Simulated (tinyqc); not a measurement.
Modulation-doped quantum well, Poisson-Schroedinger loop with local exchange and correlation: course of the self-consistent loop.

A well of width L centred at z = 0 between barriers Vb; effective-mass electrons, parabolic bands. The electrons come from donor sheets outside the mesh, a share fL of Ns on the left and the rest on the right, so the structure is neutral. Energies are counted from the band edge of the well, with U = 0 on the first node in the Hartree part.

V0 = 0 in the well and Vb outside, plus q Fz z (1 kV/cm = 1e-4 eV/nm).

Tridiagonal Hamiltonian with psi = 0 one step beyond both ends: H_ii = C (1/m_(i-1/2) + 1/m_(i+1/2))/hz^2 + V0_i + U_i, H_(i,i+1) = -C/(m_(i+1/2) hz^2), C = hbar^2/(2 m0). The lowest 2 level(s) are kept, normalised to hz sum |psi|^2 = 1.

Level k holds N_k = D_k Vt ln(1 + exp((EF - E_k)/Vt)) with D = md m0 q/(pi hbar^2) per eV (spin included); EF is fixed by sum N_k = Ns.

n_i = sum_k N_k |psi_k|^2 (converted to cm^-3). Hartree part by Gauss: on the interval after node i the enclosed sheet charge is S_i = fL Ns - hz sum_(j<=i) n_j, and U_(i+1) = U_i + q S_i hz/(eps0 eps_r) in eV, U_1 = 0. Added to it: V_xc = -(2 Ry/(pi al rs)) [1 + 0.7734 (rs/21) ln(1 + 21/rs)] (Hedin-Lundqvist), al = (4/(9 pi))^(1/3), rs = (3/(4 pi n))^(1/3)/aB, aB = 4 pi eps0 eps_r hbar^2/(md m0 q^2), Ry = q/(8 pi eps0 eps_r aB) in eV. Mixing: U(new) = U + a (U(out) - U).

Start from U = 0. Stop when the largest |U(out) - U| is below 1e-7 eV, or after 120 rounds.

Values chosen for this exercise; material values those of a made-up well:
- T = 20 K (temperature)
- md = 0.0595 m0 (in-plane mass)
- Vb = 0.184 eV (barrier height)
- eps_r = 10.8 (relative permittivity (all layers))
- L = 22 nm (well width)
- hz = 2.2 nm (mesh step)
- Ns = 1.7e12 cm^-2 (sheet density of electrons)
- fL = 0.7 (share of the donors on the left side)
- Fz = 0 kV/cm (applied field along z)
- a = 1 (mixing factor)

Constants: q = 1.602176634e-19 C, kB = 1.380649e-23 J/K, hbar = 1.054571817e-34 J s, m0 = 9.1093837015e-31 kg, Vt = kB T/q, eps0 = 8.8541878128e-14 F/cm where lengths are in cm, hbar^2/(2 m0) = 0.0380998212 eV nm^2. Results are converted to the units shown.

| node | z (nm) |
|---|---|
| 1 | -16.5 |
| 2 | -14.3 |
| 3 | -12.1 |
| 4 | -9.9 |
| 5 | -7.7 |
| 6 | -5.5 |
| 7 | -3.3 |
| 8 | -1.1 |
| 9 | 1.1 |
| 10 | 3.3 |
| 11 | 5.5 |
| 12 | 7.7 |
| 13 | 9.9 |
| 14 | 12.1 |
| 15 | 14.3 |
| 16 | 16.5 |

mass on the intervals 1/2, 3/2, ... (mean of both at an interface) (m0): [0.0975, 0.0975, 0.0975, 0.08255, 0.0676, 0.0676, 0.0676, 0.0676, 0.0676, 0.0676, 0.0676, 0.0676, 0.0676, 0.08255, 0.0975, 0.0975, 0.0975]

Course of the iteration:

| round | level E1 (eV) | EF (eV) | largest \|U(out) - U\| (eV) |
|---|---|---|---|
| 1 | 0.00747651 | 0.0528261 | 0.257 |
| 2 | 0.185310 | 0.252397 | 0.237 |
| 3 | 0.0527252 | 0.114354 | 0.423 |
| 4 | 0.196683 | 0.264679 | 0.439 |
| 5 | 0.0389829 | 0.101002 | 0.441 |
| 6 | 0.197089 | 0.265048 | 0.441 |
| 7 | 0.0388008 | 0.100822 | 0.441 |
| 8 | 0.197091 | 0.265050 | 0.441 |
| 9 | 0.0388001 | 0.100821 | 0.441 |
| ... | ... | ... | ... |
| 112 | 0.197091 | 0.265050 | 0.441 |
| 113 | 0.0388001 | 0.100821 | 0.441 |
| 114 | 0.197091 | 0.265050 | 0.441 |
| 115 | 0.0388001 | 0.100821 | 0.441 |
| 116 | 0.197091 | 0.265050 | 0.441 |
| 117 | 0.0388001 | 0.100821 | 0.441 |
| 118 | 0.197091 | 0.265050 | 0.441 |
| 119 | 0.0388001 | 0.100821 | 0.441 |
| 120 | 0.197091 | 0.265050 | 0.441 |

Did this iteration meet its convergence test, and what does its course show?

No. Not converged within 120 rounds: the residual has levelled off at one value. The lowest level moves up and down in turn: each round overcorrects the one before. Reruns converge within the same cap with Anderson mixing of depth 4 with a = 0.5 (11 rounds) and with plain mixing with a = 0.5 (36 rounds).

Range of the model: The highest level kept or the Fermi level comes near the barrier edge at an end of the mesh, so the hard walls there affect the result. The highest level kept holds over 3 % of the electrons, so higher levels would take a share too.

Computed by the program tinyqc: `OMP_NUM_THREADS=1 python tinyqc.py 2140013 2140014 out.jsonl`, one thread of a shared Intel Xeon 2.30GHz, about 0.2 s for the whole run.
